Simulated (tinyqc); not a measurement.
Band bending at a free surface with a continuum of surface states, surface photovoltage and Kelvin probe: one step of the calculation.

n-type bulk, xi = Ec - EF = Vt ln(Nc/Nd), p0 = ni^2/Nd, ni = sqrt(Nc Nv) exp(-Eg/(2 Vt)), Eg in volts. b is the upward band bending, u = b/Vt. Space charge per area, in units of q: Qc = sign(b) sqrt((2 eps0 eps_r Vt/q) [(Nd + dn)(exp(-u) - 1) + Nd u + (p0 + dn)(exp(u) - 1)]), with dn the excess density under light (flat quasi-Fermi levels; 0 in the dark). The states hold -Ds (E0 - xi - b): negative while the Fermi level lies above the neutrality level. Neutrality: Qc + Qf + (charge of the states) = 0.

Task. Surface photovoltage. Under chopped light the surface charge keeps its dark value, so b falls to bL with Qc(bL, dn) = Qc(b, 0); the photovoltage is b - bL. Qc rises with b, so bL follows by bisection.

Parameters, values chosen for the exercise; band and dielectric values those of a made-up semiconductor:
- T = 350 K (temperature)
- Eg = 1.14 eV (band gap)
- eps_r = 13.5 (relative permittivity)
- Nc = 6e17 cm^-3 (conduction-band density of states at T)
- Nv = 1.23e19 cm^-3 (valence-band density of states at T)
- Nd = 1.2e15 cm^-3 (donor density)
- dn = 1.2e11 cm^-3 (excess carrier density under light)

Constants: q = 1.602176634e-19 C, kB = 1.380649e-23 J/K, Vt = kB T/q, eps0 = 8.8541878128e-14 F/cm where lengths are in cm. Results are converted to the units shown.

converged b = 0.20127180 V

Wanted: bL; photovoltage; share of b removed; excess holes at the surface, dn exp(bL/Vt).

Result.

bL = 0.19906 V
photovoltage = 2.2138 mV
share of b removed = 1.0999 %
excess holes at the surface, dn exp(bL/Vt) = 8.8204e13 cm^-3

Computed by the program tinyqc: `OMP_NUM_THREADS=1 python tinyqc.py 2430074 2430075 out.jsonl`, one thread of a shared Intel Xeon 2.30GHz, about 0.01 s for the whole run.
